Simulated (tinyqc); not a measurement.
CMOS inverter, nodal equation and switching: effect of the temperature.

An n-channel pull-down (bn, VTn) and a p-channel pull-up (bp, VTp) share the input Vin and the output node Vout, which carries the load C. Transistor (EKV form, voltages against the body): I = 2 n b Vt^2 [F(vp - Vs) - F(vp - Vd)] from drain to source, F(v) = ln^2(1 + exp(v/(2 Vt))), vp = (Vg - VT + sg |Vd - Vs|)/n. n-channel bodies are at 0; for the p-channel device all voltages are counted down from Vdd. b in uA/V^2 gives I in uA. Static: In = Ip. Transient: C dVout/dt = Ip - In. No velocity saturation, no gate capacitance beyond C.

VM solves In = Ip with Vin = Vout; VIL and VIH are the inputs of gain -1, NML = VIL - Vout(VIH), NMH = Vout(VIL) - VIH. For a step input the delay to Vdd/2 is tHL = C times the integral of dV/(In - Ip) from Vdd/2 to Vdd at Vin = Vdd, and tLH likewise with Ip - In from 0 to Vdd/2 at Vin = 0. Thresholds, gain factors and n are held fixed.

Parameters, values chosen for the exercise: supply voltage Vdd = 0.4 V; slope factor n = 1.34; drain-induced barrier lowering sg = 0.048; n-channel threshold VTn = 0.41 V; p-channel threshold (magnitude) VTp = 0.29 V; gain factor of the pull-down transistor bn = 280 uA/V^2; gain factor of the pull-up transistor bp = 280 uA/V^2; load capacitance C = 3.8 fF.

Constants: q = 1.602176634e-19 C, kB = 1.380649e-23 J/K, Vt = kB T/q. Results are converted to the units shown.

Results:

| T (K) | VM (V) | gain at VM | NML (V) | NMH (V) | tHL (ps) | tLH (ps) |
|---|---|---|---|---|---|---|
| 220 | 0.2572 | -20.66 | 0.2289 | 0.1089 | 5201 | 440.3 |
| 250 | 0.2572 | -20.40 | 0.2257 | 0.1057 | 4084 | 426.1 |
| 280 | 0.2572 | -19.95 | 0.2223 | 0.1023 | 3293 | 410.4 |
| 340 | 0.2571 | -18.35 | 0.2155 | 0.09551 | 2273 | 376.9 |
| 370 | 0.2570 | -17.25 | 0.2120 | 0.09200 | 1934 | 360.1 |
| 400 | 0.2568 | -16.02 | 0.2084 | 0.08844 | 1666 | 343.6 |
| 430 | 0.2566 | -14.74 | 0.2048 | 0.08485 | 1452 | 327.6 |

Estimate the missing row, T = 310 K.

Computed row:

| T (K) | VM (V) | gain at VM | NML (V) | NMH (V) | tHL (ps) | tLH (ps) |
|---|---|---|---|---|---|---|
| 310 | 0.2572 | -19.26 | 0.2190 | 0.09896 | 2712 | 393.8 |

With this row back in the table: As T goes from 220 to 430 K, VM stays near 0.257 V, the size of the gain falls from 20.7 to 14.7, tHL falls from 5200 to 1450 ps and tLH falls from 440 to 328 ps. The smaller margin is largest, 0.109 V, at T = 220 K among the rows. In every row the supply is below a threshold, where mismatch, left out here, dominates margins and delay.

Program tinyqc, `OMP_NUM_THREADS=1 python tinyqc.py 2340045 2340046 out.jsonl`; Intel Xeon 2.30GHz, shared host, one thread, about 0.03 s.
